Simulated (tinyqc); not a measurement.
## Density and mobility of a removed layer (differential Hall)

Question. For layers in parallel the sheet conductance g = 1/Rs and the product g mu_H (mu_H signed, unit Hall factors) are additive. Find the sheet density and mobility of the layer that was removed, and its share of the conductance.

Constants: q = 1.602176634e-19 C. Results are converted to the units shown.

Rs before and after removing the top layer (ohm/square): [1.0002418e5, 7.4303679e5]
apparent mobility before and after, signed (cm^2/(V s)): [21.25, -35]

Solution. The differences give g1 = q n mu and g1 mu = q n mu^2; their ratio is mu and g1^2/(q g1 mu) is n.

sheet density = 1.80e12 cm^-2
mobility = 30.0 cm^2/(V s)
share of the conductance = 86.5 %

Program tinyqc, `OMP_NUM_THREADS=1 python tinyqc.py 2850159 2850160 out.jsonl`; Intel Xeon 2.30GHz, shared host, one thread, about 0.01 s.
